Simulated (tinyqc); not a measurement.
# Ion implantation: universal nuclear stopping, Lindhard-Scharff electronic stopping and a Gaussian range profile, step by step

A worked calculation. Computed by tinyqc, a small Python program that keeps every step. Command: `OMP_NUM_THREADS=1 python tinyqc.py 3008396 3008397 out.jsonl implant walk`. One thread of a shared host (Intel(R) Xeon(R) Processor @ 2.30GHz), about 0.09 s of CPU time with the checks. Intermediate numbers are printed to about 7 digits and carried at full precision; extremes and crossings named in words are read from the listed rows.

An ion slows by elastic collisions with screened nuclei and by friction with electrons; channelling is ignored and the target is uniform.

Inputs (values chosen for the exercise, modelled on oxygen ions in silicon): ion atomic number Z1 = 8; ion mass M1 = 16 u; target atomic number Z2 = 14; target mass M2 = 28.09 u; target density N = 49.94 1/nm^3; ion energy E = 2.3 keV; scale factor of electronic stopping k = 1.2; dose Q = 1.2e+14 1/cm^2; background C_B = 7.2e+16 1/cm^3; displacement energy E_d = 15 eV; tilt angle = 15 degrees; screen thickness d = 9.6 nm.

Follow-up: tilt and screen oxide.

## Stopping at the entry energy

Reduced energy eps = 32.53 M2 E/(Z1 Z2 (M1 + M2)(Z1^0.23 + Z2^0.23)), E in keV; s_n = ln(1 + 1.1383 eps)/(2 (eps + 0.01321 eps^0.21226 + 0.19593 eps^0.5)) for eps up to 30 and ln(eps)/(2 eps) above; S_n = 8.462 Z1 Z2 M1 s_n/((M1 + M2)(Z1^0.23 + Z2^0.23)) in 1e-15 eV cm^2. S_e = k 3.83 Z1^(7/6) Z2/(Z1^(2/3) + Z2^(2/3))^(3/2) sqrt(E/M1) in 1e-15 eV cm^2, E in keV. dE/dx = N (S_n + S_e); 1e-15 eV cm^2 = 0.1 eV nm^2.

reduced energy eps = 0.1234289

s_n = 0.3274581

S_n = 32.66163 x 1e-15 eV cm^2

S_e = 8.984504 x 1e-15 eV cm^2

energy loss dE/dx = 207.9808 eV/nm

Nuclear stopping carries 78 % of the loss at entry.

## Range and straggle

Path length R = int_0^E dE'/(N (S_n + S_e)); energy lost to nuclei nu = int_0^E S_n/(S_n + S_e) dE' (both with E' = E y^3 and 64 Gauss-Legendre points in y). Estimates of Lindhard type: R_p = R/(1 + M2/(3 M1)), straggle dR_p = (2/3) R_p sqrt(M1 M2)/(M1 + M2).

path length R = 16.78943 nm

projected range R_p = 10.59131 nm

straggle dR_p = 3.395111 nm

energy lost to nuclei nu = 1.891873 keV

82 % of the energy goes to nuclei over the whole path.

## Gaussian profile

C(x) = C_p exp(-(x - R_p)^2/(2 dR_p^2)) with C_p = Q/(sqrt(2 pi) dR_p), 1 nm = 1e-7 cm; the profile falls to the background at x_j = R_p + dR_p sqrt(2 ln(C_p/C_B)); the peak atomic fraction is C_p/N.

peak concentration C_p = 1.410059e+20 1/cm^3

Depth x_j where C falls to C_B = 23.81036 nm

peak atomic fraction = 0.002823506

## Damage

Kinchin-Pease count with efficiency 0.8: N_d = 0.8 nu/(2 E_d), taking all of nu as damage energy (an upper estimate, as recoils also lose energy to electrons). Spread over a depth R_p + dR_p, displacements per atom = Q N_d/(N (R_p + dR_p)).

displacements per ion N_d = 50.44994

displacements per atom = 0.08667362

One displacement per atom would need a dose of 1.4e15 per cm^2 if no defects annealed.

## Tilt and screen

Depths scale with cos(tilt): R_p cos and dR_p cos (lateral straggle ignored); the screen stops like the target. Fraction in the substrate = (1/2) erfc((d - R_p cos)/(sqrt2 dR_p cos)); peak depth below the screen = R_p cos - d.

fraction in the substrate = 0.5762204

peak depth below the screen = 0.6304155 nm

42 % of the dose does not reach the substrate.

## Nuclear against electronic stopping over energy

The formulas are those given above.

Stopping (1e-15 eV cm^2) and range:
```
E (keV)           eps       S_n       S_e    R (nm)       nu/E
1        5.366472e-02  27.85641    5.9242     9.966  0.8476693
2        1.073294e-01  31.98182    8.3781    15.325  0.8276916
5        2.683236e-01  34.99799   13.2469    28.703  0.7850855
10       5.366472e-01  34.37252   18.7340    48.336  0.7346483
20       1.073294e+00  30.86928   26.4939    84.445  0.6618657
50       2.683236e+00  23.11207   41.8905   182.477  0.5258352
100      5.366472e+00  16.75111   59.2421   324.596  0.4021029
200      1.073294e+01  11.29666   83.7809   558.893  0.2812426
500      2.683236e+01   6.17513  132.4693  1073.431  0.1552021
```

Nuclear stopping peaks near 5 keV among these rows (eps = 0.27; the universal curve peaks near 0.3). Electronic stopping overtakes it between 20 and 50 keV. The path length grows as E^0.62 at the low end and E^0.71 at the high end; constant stopping would give E^1, and stopping that rises with E, be it nuclear (below its peak) or electronic, gives a lower exponent.

Checks made by the program: range against adaptive quadrature (relative difference 4e-06).
